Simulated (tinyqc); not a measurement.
All approximations against the coupling: Froehlich polaron in a polar crystal. Computed by tinyqc, a small Python program. Command: `OMP_NUM_THREADS=1 python tinyqc.py 3014828 3014829 out.jsonl frohlich walk`. One thread of a shared host (Intel(R) Xeon(R) Processor @ 2.30GHz), about 0.05 s of CPU time with the checks.

One electron in a parabolic band of mass m*, coupled to dispersionless LO phonons in the continuum model. Energies are in units of hbar omega unless marked, wave numbers in k_0 = sqrt(2 m* omega/hbar).

Inputs (values chosen for the exercise, modelled on magnesium oxide):

| quantity | value | unit |
|---|---|---|
| band mass m* | 0.406 | m_0 |
| LO phonon energy hbar omega | 90.9 | meV |
| eps_inf | 2.93 | - |
| static dielectric constant eps_s | 10 | - |
| electron wave number k/k_0 | 0.1 | - |

Constants: hbar^2/(2 m_0) = 3.80998212 eV angstrom^2; e^2/(4 pi eps_0) = 14.39964548 eV angstrom.

Method:
- 1/eps* = 1/eps_inf - 1/eps_s; k_0 = sqrt(2 m* omega/hbar) = sqrt(m* hbar omega / (hbar^2/(2 m_0))) with m* in m_0; alpha = (e^2/(4 pi eps_0)) k_0/(2 eps* hbar omega); polaron length 1/k_0.
- Feynman's bound: E(v, w) = 3 (v - w)^2/(4 v) - (alpha v/sqrt(pi)) int_0^infinity e^-u D(u)^(-1/2) du, D = w^2 u + ((v^2 - w^2)/v)(1 - e^(-v u)); integrals by 80 Gauss-Legendre points in s from 0 to 1 with u = 40 s^2.
- Minimise over v > w > 0 (simplex search); mass m_p/m* = 1 + (alpha v^3/(3 sqrt(pi))) int u^2 e^-u D^(-3/2) du.
- Other columns: second order -alpha; Landau-Pekar Gaussian -alpha^2/(3 pi); Lee-Low-Pines mass 1 + alpha/6. The polaron energy in meV uses the given hbar omega.

coupling constant alpha = 1.88102

Energies (hbar omega) and masses (m*):

| alpha | second order | Gaussian | Feynman | Feynman (meV) | mass, LLP | mass, Feynman | v | w |
|---|---|---|---|---|---|---|---|---|
| 0.47 | -0.47 | -0.023438 | -0.47280 | -42.977 | 1.0783 | 1.084 | 3.05 | 2.94 |
| 0.94 | -0.94 | -0.093753 | -0.95147 | -86.489 | 1.1567 | 1.182 | 3.1 | 2.88 |
| 1.9 | -1.9 | -0.38303 | -1.9496 | -177.22 | 1.3167 | 1.439 | 3.23 | 2.74 |
| 3 | -3 | -0.95493 | -3.1333 | -284.82 | 1.5 | 1.889 | 3.42 | 2.56 |
| 3.1 | -3.1 | -1.0197 | -3.2434 | -294.83 | 1.5167 | 1.942 | 3.44 | 2.54 |
| 6.1 | -6.1 | -3.9481 | -6.8443 | -622.14 | 2.0167 | 7.313 | 4.75 | 1.85 |
| 9.1 | -9.1 | -8.7864 | -11.677 | -1061.4 | 2.5167 | 66.79 | 10.1 | 1.27 |
| 12 | -12 | -15.279 | -18.143 | -1649.2 | 3 | 281.6 | 18.6 | 1.13 |

All three energies are upper bounds (-alpha through the Lee-Low-Pines state), and the Feynman value is the lowest in every row. It lies within 5 % of -alpha up to alpha = 3.1; at alpha = 12 it is 1.19 times the Gaussian value, whose alpha^2 law it approaches with a constant shift of about -3 ln 2 - 3/4 = -2.83 (here -2.86). The mass stays within 10 % of 1 + alpha/6 up to alpha = 1.9 and reaches 282 m* in the last row; w falls from 2.94 towards 1 while v grows to 18.6.

Extremes, crossings and ranges named in words are read from the listed rows.
